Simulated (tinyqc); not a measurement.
Moment against the Stoner parameter: Stoner model of a band ferromagnet.

Density of states per atom and spin: flat with a rise to the top, D(e) = (M/W) [1 - sp + 4 sp (e/W + 1/2)^3]. Levels e -/+ I m/2 for up and down spin, m = n_up - n_down, n_up + n_down = nd. At zero temperature e(N) is the energy below which N states lie, and E(m) = sum over spins of integral e D de - I m^2/4.

Inputs chosen for the exercise:
```
symbol  value  unit  meaning
W       4.1    eV    band width, e from -W/2 to W/2
M       5            states per atom and spin
nd      7.23         electrons per atom
sp      0.56         shape parameter
```

Lowest state for each I.

Results:
```
I (eV)  I D(EF)  m (muB)  E - E(0) (meV)
0.25      0.600    0.000             0.0
0.34      0.815    0.000             0.0
0.38      0.911    0.000             0.0
0.42      1.007    1.048            -0.4
0.46      1.103    2.770           -61.4
0.53      1.271    2.770          -195.6
0.63      1.511    2.770          -387.5
0.75      1.799    2.770          -617.7
```

What can be read from this table?

A moment first appears at I = 0.42 eV of those listed, where I D(EF) = 1.007. It is saturated at 2.770 from I = 0.46 eV on.

Program tinyqc; command `OMP_NUM_THREADS=1 python tinyqc.py 1680645 1680646 out.jsonl`; about 0.4 s on one thread of a shared Intel(R) Xeon(R) Processor @ 2.30GHz.
